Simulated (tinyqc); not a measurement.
Worked calculation: Hall factor, magnetoresistance and optical conductivity for a power-law relaxation time. Computed by tinyqc, a small Python program that keeps every step. Command: `OMP_NUM_THREADS=1 python tinyqc.py 3017078 3017079 out.jsonl magneto walk`. One thread of a shared host (Intel(R) Xeon(R) Processor @ 2.30GHz), about 0.01 s of CPU time with the checks. Intermediate numbers are printed to about 6 digits and carried at full precision; extremes and crossings named in words are read from the listed rows.

One spherical parabolic band, tau(E) = tau_0 x^s with x = E/(k_B T). Landau quantisation is left out.

Inputs (values chosen for the exercise, with a mass close to that of electrons in GaAs):
```
quantity                         value  unit
effective mass m                 0.068   m_0
exponent s                         1.5     -
tau_0                              360    fs
reduced Fermi level eta             -8     -
temperature T                      300     K
magnetic field B                  0.23     T
frequency f                      0.096   THz
background permittivity eps_inf   7.08     -
```

Constants: m_0 = 9.1093837015e-31 kg; k_B = 1.380649e-23 J/K; hbar = 1.054571817e-34 J s; e = 1.602176634e-19 C; eps_0 = 8.8541878128e-12 F/m; c = 299792458 m/s.

## Density and moments of tau

<y> = int y x^(3/2) f (1 - f) dx / int x^(3/2) f (1 - f) dx, f = 1/(1 + exp(x - eta)). Integrals over x = E/(k_B T) use 160 Gauss-Legendre points in u = sqrt(x) from 0 to sqrt(max(eta, 0) + 45). n = (2 m k_B T)^(3/2)/(3 pi^2 hbar^3) int x^(3/2) f (1 - f) dx; moments in units of tau_0.

density n = 1.49255e+14 1/cm^3

<tau>/tau_0 = 4.51386

<tau^2>/tau_0^2 = 39.3791

<tau^3>/tau_0^3 = 541.683

<1/tau> tau_0 = 0.752090

## Limits

mu = e <tau>/m; weak field r_H = <tau^2>/<tau>^2 and MR = c (mu B)^2, c = <tau^3>/<tau>^3 - r_H^2; strong field r_H = 1 and MR = <tau> <1/tau> - 1.

drift mobility mu = 42030.4 cm^2/(V s)

weak-field Hall factor = 1.93272

coefficient c = 2.15439

saturation MR = 239.483 %

For a classical gas r_H = Gamma(5/2) Gamma(5/2 + 2s)/Gamma(5/2 + s)^2 = 1.9328.

## At the given field

With w_c = e B/m: sigma_xx = (n e^2/m) <tau/(1 + w_c^2 tau^2)>, sigma_xy = (n e^2/m) <w_c tau^2/(1 + w_c^2 tau^2)>; r_H = (n e/B) sigma_xy/(sigma_xx^2 + sigma_xy^2); MR = sigma_0 sigma_xx/(sigma_xx^2 + sigma_xy^2) - 1, sigma_0 = n e^2 <tau>/m.

mu B = 0.966699

sigma_xx = 0.375152 S/cm

|sigma_xy| = 0.389029 S/cm

Hall factor r_H = 1.38480

magnetoresistance MR = 29.0934 %

## Field dependence

The formulas are those given above.

Against the field:
```
B (T)          mu B      r_H       MR (%)
0.0071  2.98416e-02  1.92430  1.87056e-01
0.024   1.00873e-01  1.86165  1.78171e+00
0.071   2.98416e-01  1.67146  8.77520e+00
0.14    5.88425e-01  1.50409  1.85790e+01
0.24    1.00873e+00  1.37517  3.01330e+01
0.48    2.01746e+00  1.23704  5.01195e+01
0.95    3.99289e+00  1.13886  7.49128e+01
2.4     1.00873e+01  1.05898  1.13613e+02
9.5     3.99289e+01  1.01261  1.68408e+02
```

r_H falls from 1.924 to 1.013, so a strong-field measurement gives n directly; half of the fall is done between 0.588 and 1.01 in mu B. MR starts as B^1.85 and reaches 70 % of its saturation value in the last row. It arises only because carriers of different energy have different Hall angles, which one Hall field cannot cancel.

## Response at frequency f

sigma(w) = (n e^2/m) <tau/(1 - i w tau)>, w = 2 pi f; eps = eps_inf + i sigma/(eps_0 w); N = sqrt(eps); absorption coefficient 2 w Im N/c; reflectivity |(N - 1)/(N + 1)|^2; plasma frequency sqrt(n e^2/(eps_inf eps_0 m))/(2 pi).

sigma(w) = 0.370702+0.387878i S/cm

permittivity = -0.18265+6.94105i

refractive index = 1.83859+1.88760i

absorption coefficient = 75.9576 1/cm

reflectivity = 0.367130

plasma frequency = 0.158090 THz

w <tau> = 0.98 and f/f_p = 0.607.

Checks made by the program: moments against Gamma(5/2 + k s)/Gamma(5/2) (relative difference 2e-04).
